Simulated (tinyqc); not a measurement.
# On-chip interconnect, size-dependent resistivity and RC delay, step by step

tinyqc, about 0.01 s, one thread, Intel Xeon 2.30GHz (shared host): `OMP_NUM_THREADS=1 python tinyqc.py 2100033 2100034 out.jsonl` Printed values are rounded.

A rectangular line between two neighbours and two ground planes. Surface and grain-boundary scattering are added to the bulk resistivity as corrections; capacitances are parallel-plate values without fringing; inductance is ignored.

Parameters, values chosen for the exercise; metal values close to those of copper:
```
symbol  value     unit                                             meaning
rho0     1.66  uohm cm                                    bulk resistivity
lam      40.4       nm                                 bulk mean free path
ps          0                         specular share of surface scattering
Rg        0.2                   reflection coefficient of grain boundaries
gr        1.5                              grain size over the metal width
wd         30       nm                                    drawn line width
AR          2                              aspect ratio, height over width
tl        2.1       nm  liner on both walls and the bottom, not conducting
sp         30       nm                     space to the neighbouring lines
hd         34       nm     dielectric height to the planes above and below
ek        3.9                      relative permittivity of the dielectric
Mf          2                              Miller factor of the neighbours
Lw        180       um                                         line length
Rd       1900      ohm                                   driver resistance
Cl        1.4       fF                                    load capacitance
dt         82       ps                                           time step
```

Constants: eps0 = 8.8541878128e-12 F/m. Results are converted to the units shown.

Range of the model: The metal width is under the mean free path, where the thick-limit surface term and the simple sum of corrections lose accuracy.

## Resistivity, resistance and capacitance per length

Metal width x = wd - 2 tl, height y = AR wd - tl; grain boundaries (Mayadas-Shatzkes): al = (lam/(gr x)) Rg/(1 - Rg), g = 1/[1 - 3 al/2 + 3 al^2 - 3 al^3 ln(1 + 1/al)] - 1; surfaces (Fuchs-Sondheimer, thick limit): s = (3/8) lam (1 - ps)(1/x + 1/y); rho = rho0 (1 + g + s); r = rho/(x y); c = eps0 ek (2 wd/hd + 2 Mf AR wd/sp).

x = 25.8 nm
y = 57.9 nm
al = 0.260982
g = 0.372005
s = 0.848867
rho = 3.68665 uohm cm
r = 24.6793 ohm/um
c = 0.337188 fF/um

rho is 2.22 times the bulk value; surfaces add more (0.849 against 0.372). The liner takes 17.0 % of the cross-section.

## Ladder and Elmore delays

4 equal pi sections: series Rs = r Lw/4; node capacitances c Lw/4, halved at nodes 0 and 4, with Cl added to node 4; Rd feeds node 0. Elmore delay of node k: the sum, over the resistors on the path to k, of resistance times all capacitance downstream of it.

Rs = 1110.57 ohm
C, node 0 to 4 (fF): [7.58674, 15.1735, 15.1735, 15.1735, 8.98674]
Elmore delay, node 0 to 4 (ps): [117.978, 178.512, 222.195, 249.027, 259.007]

The far-end value equals Rd (c Lw + Cl) + r Lw (c Lw/2 + Cl) for any number of pi sections; the line resistance contributes 54.4 % of it.

## Step 1: node voltages after a time step

v at t = 0, node 0 to 4 (V): [0, 0, 0, 0, 0]

A 1 V step is applied behind Rd at t = 0. C dv/dt = -G v + b, with G the conductance matrix of the ladder (1/Rs between neighbours, 1/Rd added at node 0) and b = (1 V/Rd, 0, ...). Trapezoidal step: (C/dt + G/2) v(new) = (C/dt - G/2) v + b.

v at t = 1 dt, node 0 to 4 (V): [0.935192, 0.504985, 0.282329, 0.175712, 0.141313]

## Step 2: node voltages after a time step

As before.

v at t = 2 dt, node 0 to 4 (V): [0.572874, 0.641084, 0.557680, 0.471408, 0.434450]

## Course in time

A 1 V step is applied behind Rd at t = 0. C dv/dt = -G v + b, with G the conductance matrix of the ladder (1/Rs between neighbours, 1/Rd added at node 0) and b = (1 V/Rd, 0, ...). Trapezoidal step: (C/dt + G/2) v(new) = (C/dt - G/2) v + b. The last column solves the same ladder exactly by its modes.

Voltages (V):
```
t (ps)  node 0  node 2  node 4  node 4, exact
82.00    0.935  0.2823  0.1413         0.1818
164.0    0.573  0.5577  0.4345         0.4315
246.0    0.973  0.6543  0.6214         0.6075
328.0    0.783  0.7909  0.7262         0.7291
410.0    1.004  0.8387  0.8219         0.8130
492.0    0.882  0.8990  0.8715         0.8709
574.0    1.015  0.9259  0.9149         0.9109
656.0    0.934  0.9505  0.9402         0.9385
738.0    1.016  0.9666  0.9591         0.9576
820.0    0.961  0.9753  0.9723         0.9707
902.0    1.013  0.9853  0.9803         0.9798
984.0    0.977  0.9874  0.9872         0.9860
```

The far end of the ladder reaches 0.5 V at 192.5 ps, 0.743 of its Elmore delay (ln 2 = 0.693 for a single pole); the slowest mode has a time constant of 221.2 ps. The largest error of the trapezoidal steps at that node is 40 mV. Node 0 swings up and down from step to step: the trapezoidal rule does not damp modes much faster than dt, so these swings are numerical.
